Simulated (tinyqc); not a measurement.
Trading HF for NH4F at fixed fluoride: speciation in dilute and buffered hydrofluoric acid, oxide etch rate and bath loading. Computed by tinyqc, a small Python program. Command: `OMP_NUM_THREADS=1 python tinyqc.py 3121079 3121080 out.jsonl hfetch walk`. One thread of a shared host (Intel(R) Xeon(R) Processor @ 2.30GHz), about 0.01 s of CPU time with the checks.

Concentrations stand for activities, NH4+ and Cl- are spectators, and water ionisation is neglected. H, F and HF2 denote the ions H+, F- and HF2-. The base temperature is 298 K.

Inputs (values chosen for the exercise, of the order of those for thermal oxide at room temperature):
```
quantity                            value            unit
HF added                             0.13           mol/L
NH4F added                              0           mol/L
K1 = [H][F]/[HF]                 0.000705           mol/L
K2 = [HF2]/([HF][F])                  4.2           L/mol
K3 = [H2F2]/[HF]^2                      0           L/mol
rate constant of neutral HF k_a        13  nm L/(min mol)
rate constant of HF2 k_b               67  nm L/(min mol)
```

Method:
- Fluoride balance: [HF] + [F] + 2 [HF2] + 2 [H2F2] = HF added + NH4F added. Acid balance: [H] + [HF] + [HF2] + 2 [H2F2] = HF added + HCl added. For a trial [H], [HF] = [H][F]/K1, and the fluoride balance is a quadratic in [F].
- Rate = k_a ([HF] + 2 [H2F2]) + k_b [HF2], an empirical two-term form.
- Total fluoride is held at HF + NH4F added, without HCl; x is the share added as HF.

Against x:
```
x         pH  [F] (mol/L)  [HF] (mol/L)  [HF2] (mol/L)  rate (nm/min)
0.05  4.6034      0.12134       0.00429       0.002186         0.2022
0.15  4.0418      0.10466       0.01348       0.005927         0.5724
0.30  3.6017      0.08138       0.02888       0.009871         1.0368
0.40  3.3738      0.06709       0.04024       0.011338         1.2827
0.50  3.1630      0.05383       0.05245       0.011859         1.4764
0.60  2.9556      0.04166       0.06544       0.011450         1.6179
0.75  2.6264      0.02562       0.08589       0.009243         1.7359
0.90  2.2417      0.01298       0.10552       0.005752         1.7571
1.00  1.9589      0.00740       0.11542       0.003589         1.7409
```

What follows from these numbers?

[HF2] is largest at x = 0.5 and the rate at x = 0.9 among these rows; HF2 needs both HF and F. At its best the mixture etches 1.01 times as fast as HF alone.

Extremes, crossings and ranges named in words are read from the listed rows.
